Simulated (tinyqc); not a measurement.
Resistance of a source-drain extension with a graded tip: two steps of the calculation.

y runs along the channel, the gate covers y > 0. The doping is N0 for y < y0 and N0 10^(-(y - y0)/la) beyond, uniform over the depth xj. Sheet conductance s(y) = q mu(N) max(N - Nch, 0) xj + (for y > 0) ma Cox Vo, with mu(N) = u0 + (u1 - u0)/(1 + (N/Nr)^au) and Cox = eps0 eox/tox. Current is taken as one-dimensional; depletion of the tip, spreading and the contact are left out. The metallurgical junction lies at yj, where N = Nch.

Inputs (values chosen for the exercise); mobility law close to that of electrons in silicon:
- eox = 24.9 (relative permittivity of the gate insulator (close to zirconium oxide))
- tox = 3.3 nm (insulator thickness)
- N0 = 2.7e20 cm^-3 (active doping of the extension far from the gate)
- la = 4.4 nm/decade (lateral abruptness)
- y0 = 1.2 nm (position under the gate where the fall begins (gate edge at 0))
- xj = 15 nm (depth of the extension)
- Nch = 1e18 cm^-3 (channel doping)
- Vo = 0.58 V (gate overdrive)
- ma = 140 cm^2/(V s) (mobility of the gate-induced layer)
- u1 = 1414 cm^2/(V s) (mobility at low doping)
- u0 = 68.5 cm^2/(V s) (mobility at high doping)
- Nr = 9.2e16 cm^-3 (reference doping)
- au = 0.711 (exponent)
- Lg = 60 nm (gate length)

Constants: q = 1.602176634e-19 C, eps0 = 8.8541878128e-14 F/cm where lengths are in cm. Results are converted to the units shown.

Question 1. Sheet resistances and junction position. yj = y0 + la log10(N0/Nch); sheet resistance of the full extension 1/[q mu(N0)(N0 - Nch) xj] and of the gate-induced layer 1/(ma Cox Vo); metallurgical length Lg - 2 yj; ye is where the doped and the gate-induced conductances are equal.

Find: yj; sheet resistance of the extension; sheet resistance of the induced layer; metallurgical length; ye; N at ye.

Answer 1.

yj = 11.90 nm
sheet resistance of the extension = 211.6 ohm/square
sheet resistance of the induced layer = 1843 ohm/square
metallurgical length = 36.20 nm
ye = 5.723 nm
N at ye = 2.531e19 cm^-3

The gate takes over 6.17 nm before the junction, where N is still 25.3 times the channel doping.

Question 2. Resistance of the overlapped part. Midpoint rule on 10 equal steps from 0 to yj: R_ov = sum h/s(y), per width.

Find: y; N; doped conductance; sheet resistance; R_ov.

Answer 2.

```
point  y (nm)  N (cm^-3)  doped conductance (uS)  sheet resistance (ohm/square)
0      0.5949   2.700e20                    4725                          189.8
1       1.785   1.988e20                    3528                          245.7
2       2.975   1.067e20                    1965                          398.9
3       4.164   5.723e19                    1111                          604.6
4       5.354   3.071e19                   640.9                          845.0
5       6.544   1.648e19                   376.9                           1088
6       7.734   8.840e18                   224.1                           1305
7       8.924   4.743e18                   130.8                           1485
8       10.11   2.545e18                   68.50                           1637
9       11.30   1.365e18                   21.14                           1774
```

R_ov = 11.39 ohm um

Computed by the program tinyqc: `OMP_NUM_THREADS=1 python tinyqc.py 2282201 2282202 out.jsonl`, one thread of a shared Intel Xeon 2.30GHz, about 0.03 s for the whole run.
